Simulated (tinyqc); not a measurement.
Tunnelling through a two-layer gate stack, WKB transmission and Tsu-Esaki current: effect of the thickness t1 at fixed voltage.

Electrons leave the emitter at x = 0. Energies E (motion across the layers) are in eV from the emitter Fermi level; the collector Fermi level lies at -V and offers states at every E. No charge in the dielectric and no image force: F1 = V/(t1 + t2 eps1/eps2), F2 = F1 eps1/eps2; U = phi1 - F1 x in layer 1 and phi2 - F1 t1 - F2 (x - t1) in layer 2. With C = hbar^2/(2 m0), kappa = sqrt(m (U - E)/C) where U > E and 0 elsewhere; T(E) = exp(-S), S = 2 times the integral of kappa over x.

Each layer adds (2/F) sqrt(m/C) [G(u at its left edge) - G(u at its right edge)] to S, with u = U - E (0 where negative) and G(u) = (2/3) u^1.5. J = J0 times the integral of T(E) N(E) dE, N = ln[(1 + exp(-E/Vt))/(1 + exp((-E - V)/Vt))], J0 = q^2 me m0 kB T/(2 pi^2 hbar^3) (times 1e-4 for A/cm^2 per eV), from E = -Ef to far above the barrier (T = 1 there), by quadrature converged to the digits shown.

Values chosen for this exercise; layer 1 close to aluminium oxide, layer 2 close to zirconium oxide: temperature T = 77 K; Fermi energy of the emitter above its band bottom Ef = 0.24 eV; emitter mass in the supply function me = 1 m0; barrier of layer 1 above the emitter Fermi level at zero bias phi1 = 2.66 eV; tunnelling mass of layer 1 m1 = 0.42 m0; relative permittivity of layer 1 eps1 = 8.74; barrier of layer 2 at zero bias phi2 = 1.46 eV; tunnelling mass of layer 2 m2 = 0.26 m0; thickness of layer 2 t2 = 2.9 nm; relative permittivity of layer 2 eps2 = 25.8; voltage across the dielectric V = 1.6 V.

Constants: q = 1.602176634e-19 C, kB = 1.380649e-23 J/K, hbar = 1.054571817e-34 J s, m0 = 9.1093837015e-31 kg, Vt = kB T/q, hbar^2/(2 m0) = 0.0380998212 eV nm^2. Results are converted to the units shown.

Effect of the thickness t1 at fixed voltage:
```
t1 (nm)  S at E = 0   T(E = 0)  J (A/cm^2)  mean E of the current (eV)
0.7           14.74   3.975e-7       22.36                     -0.1005
0.9           16.02   1.106e-7       5.525                    -0.09611
1.1           17.36   2.886e-8       1.293                    -0.09206
1.3           18.75   7.160e-9      0.2902                    -0.08827
1.5           20.19   1.705e-9     0.06296                    -0.08473
1.7           21.66  3.922e-10     0.01329                    -0.08142
1.9           23.16  8.768e-11    0.002742                    -0.07833
2.1           24.68  1.913e-11    5.550e-4                    -0.07545
```

What does the table show?

J falls from 22.4 to 5.55e-4 A/cm^2: 3.04 decades a nanometre between the first two rows and 3.47 between the last two. The exponent S alone gives dS/dt/ln 10 = 2.78 and 3.31. In 1 of the 8 rows a layer is thinner than 0.8 nm, a few atomic planes, where an effective mass is a rough description.

Program tinyqc, `OMP_NUM_THREADS=1 python tinyqc.py 2540053 2540054 out.jsonl`; Intel Xeon 2.30GHz, shared host, one thread, about 0.03 s.
